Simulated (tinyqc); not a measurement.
# Energy and delay of logic against supply voltage, step by step

Computed by the program tinyqc: `OMP_NUM_THREADS=1 python tinyqc.py 2082056 2082057 out.jsonl`, one thread of a shared Intel Xeon 2.30GHz, about 0.01 s for the whole run. Printed values are rounded.

One expression serves below and above threshold: I(Vg) = Ik [ln(1 + exp((Vg - VT + dd V)/(al nf Vt)))]^al, with I_on = I(V) and I_off = I(0). Gate delay td = kd C V/I_on, clock period LD td. Per gate and cycle the switching energy is act C V^2 and the leakage energy I_off V LD td. No short-circuit current, no variation. Minima are sought above 0.09 V; below a few Vt gates no longer switch and the model has no meaning.

Inputs (values chosen for the exercise); values of the order met in logic technologies: temperature T = 358 K; threshold voltage at zero drain bias VT = 0.28 V; slope factor nf = 1.18; barrier lowering per volt of supply dd = 0.11; specific current of a gate Ik = 1.2 uA; exponent of the current law al = 1.44; load capacitance of a gate C = 0.44 fF; delay factor kd = 1.1; logic depth LD = 16; activity factor act = 0.02; supply voltage V = 0.49 V.

Constants: q = 1.602176634e-19 C, kB = 1.380649e-23 J/K, Vt = kB T/q. Results are converted to the units shown.

## Currents, delay and energies

I_on, I_off, td, clock frequency 1/(LD td), both energies and their sum.

I_on = 12.3248 uA
I_off = 2.38565 nA
td = 19.2425 ps
clock frequency = 3.24801 GHz
switching energy = 2.11288 aJ
leakage energy = 0.359903 aJ
energy = 2.47278 aJ

I_on/I_off = 5170; leakage makes up 14.6 % of the energy.

## Starting value

V = 0.25 V.

V at the start = 0.25 V

## Iteration 1: new V

Minimum-energy supply: E(V) is the energy per gate and cycle; with h = 0.001 V, E' = (E(V + h) - E(V - h))/(2 h), E'' = (E(V - h) - 2 E(V) + E(V + h))/h^2, V(new) = V - E'/E''.

E' = -4.94730 aJ/V
E'' = 180.864 aJ/V^2
V after iteration 1 = 0.277354 V

## Iteration 2: new V

As before.

E' = -0.860524 aJ/V
E'' = 121.486 aJ/V^2
V after iteration 2 = 0.284437 V

## Course of the iteration

Stop when the step is below 1e-9 V, or after 40 iterations.

Course of the iteration:

| iteration | V before the step (V) | step (V) |
|---|---|---|
| 1 | 0.25 | 0.0274 |
| 2 | 0.277354 | 7.08e-3 |
| 3 | 0.284437 | 3.95e-4 |
| 4 | 0.284831 | 1.13e-6 |
| 5 | 0.284833 | -1.27e-11 |

Converged in 5 iterations. There leakage makes up 45.3 % of the energy and the clock runs at 621 MHz.
